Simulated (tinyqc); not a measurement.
What each parameter does: finite square well with mass mismatch (envelope functions).

A square well of width L and depth V0, mass mw inside and mb outside, energies from the bottom of the well, c = hbar^2/2m0. k = sqrt(mw E/c), kappa = sqrt(mb (V0 - E)/c). psi and psi'/m are continuous at the walls (BenDaniel-Duke), so level n solves k L + 2 atan[(k/mw)/(kappa/mb)] = n pi.

Constants: hbar^2/2m0 = 3.80998211 eV angstrom^2.

Parameters, chosen for this exercise (near those of a strained Si well in SiGe; not measured data):
- L = 71 angstrom (well width)
- V0 = 0.188 eV (barrier height)
- mw = 0.938 m0 (mass in the well)
- mb = 0.945 m0 (mass in the barrier)

Parabolic bands. Pb is the probability of level 1 in the barriers, (A^2/kappa)/(A^2/kappa + L/2 + sin(kL)/(2k)) with A = cos(kL/2).

Results for these values:
```
case  E1 (eV)  bound levels      Pb  V0 - E1 (eV)
base   0.0062             5  0.0039        0.1818
```

What happens to each result for mb = 1.1812 m0, all else kept?

Answer: E1 falls from 0.0062 to 0.0060; bound levels does not change at the printed digits; Pb rises from 0.0039 to 0.0041; V0 - E1 rises from 0.1818 to 0.1820.

The same for each parameter in turn:
```
case             E1 (eV)  bound levels      Pb  V0 - E1 (eV)
base              0.0062             5  0.0039        0.1818
L = 64 angstrom   0.0074             5  0.0051        0.1806
V0 = 0.216 eV     0.0063             6  0.0032        0.2097
mw = 0.8442 m0    0.0067             5  0.0046        0.1813
mb = 1.1812 m0    0.0060             5  0.0041        0.1820
```

Program tinyqc; command `OMP_NUM_THREADS=1 python tinyqc.py 1282376 1282377 out.jsonl`; about 0.01 s on one thread of a shared Intel(R) Xeon(R) Processor @ 2.30GHz.
